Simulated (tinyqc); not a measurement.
# Cell-based percolation model of oxide breakdown: effect of the thickness

The oxide, of thickness n a, is cut into cubic cells. A cell is defective with the chance l = 1 - exp(-a^3 N), N = N1 (t/1 s)^al. A column of n defective cells breaks the oxide down, and the area holds M = A/a^2 independent columns: 1 - F = (1 - l^n)^M.

At F = 1 - 1/e: l_c = (1 - exp(-1/M))^(1/n), N_bd = -ln(1 - l_c)/a^3, t63 = (N_bd/N1)^(1/al). W = ln(-ln(1 - F)); for small l, W = ln M + n ln(a^3 N), so the Weibull slope is n al.

Inputs (values chosen for the exercise):
```
symbol   value   unit                    meaning
a          1.5     nm             edge of a cell
A          4.7   um^2                       area
al         0.8         exponent of defect growth
N1      4.9e17  cm^-3   defect density after 1 s
```

Effect of the thickness:
```
n       l_c  N_bd (cm^-3)   t63 (s)  slope at t63
1  4.787e-7      1.418e14  3.776e-5        0.8000
2  6.919e-4      2.051e17    0.3366         1.599
3  0.007823      2.327e18     7.010         2.391
4   0.02630      7.898e18     32.30         3.158
5   0.05445      1.659e19     81.67         3.889
6   0.08845      2.744e19     153.2         4.581
7    0.1251      3.959e19     242.2         5.234
8    0.1622      5.243e19     344.2         5.850
9    0.1985      6.557e19     455.1         6.433
```

N_bd rises from 1.42e14 to 6.56e19 cm^-3 and the slope rises from 0.800 to 6.43, against n al = 0.800 to 7.20. A thin oxide needs few defects in a row, so it breaks at a lower density and with a wider spread; at n = 1 one defect suffices.

tinyqc, about 0.01 s, one thread, Intel Xeon 2.30GHz (shared host): `OMP_NUM_THREADS=1 python tinyqc.py 2070089 2070090 out.jsonl`
